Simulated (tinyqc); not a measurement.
Gate voltage for a given inversion charge.

Problem. p-type body, charge-sheet picture, depletion and inversion only, full ionisation (an idealisation for deep acceptors), Boltzmann statistics (rough once Na exp(x - xn) passes about Nc/7). In units of Vt: xg = (Vg - Vfb)/Vt, x = psi/Vt, G = gamma/sqrt(Vt), xn = (2 phiF + Vc)/Vt. The implicit equation is (xg - x)^2 = G^2 [x - 1 + exp(x - xn)] for x above about 3. Cox = eps0 eox/tox. ni = sqrt(Nc Nv) exp(-Eg/(2 Vt)), Eg in volts; phiF = Vt ln(Na/ni); gamma = sqrt(2 q eps0 eps_r Na)/Cox. N_inv = (Cox Vt G/q) [sqrt(x - 1 + exp(x - xn)) - sqrt(x - 1)]. Find x - xn, psi and Vg.

Inputs (values chosen for the exercise); band and dielectric values close to those of 4H silicon carbide: temperature T = 350 K; band gap Eg = 3.32 eV; relative permittivity eps_r = 9.65; conduction-band density of states at T Nc = 2.12e19 cm^-3; valence-band density of states at T Nv = 3.15e19 cm^-3; relative permittivity of the gate insulator (close to hafnium oxide) eox = 21.9; insulator thickness tox = 9.6 nm; acceptor density Na = 1e16 cm^-3; flat-band voltage Vfb = -0.82 V; channel-body voltage Vc = 0.2 V.

Constants: q = 1.602176634e-19 C, kB = 1.380649e-23 J/K, Vt = kB T/q, eps0 = 8.8541878128e-14 F/cm where lengths are in cm. Results are converted to the units shown.

N_inv = 4.9e10 cm^-2

Solution. N_inv rises steadily with x, so it fixes x; the implicit equation then gives xg directly.

x - xn = 2.905
psi = 3.134 V
Vg = 2.363 V

Computed by the program tinyqc: `OMP_NUM_THREADS=1 python tinyqc.py 2122009 2122010 out.jsonl`, one thread of a shared Intel Xeon 2.30GHz, about 0.01 s for the whole run.
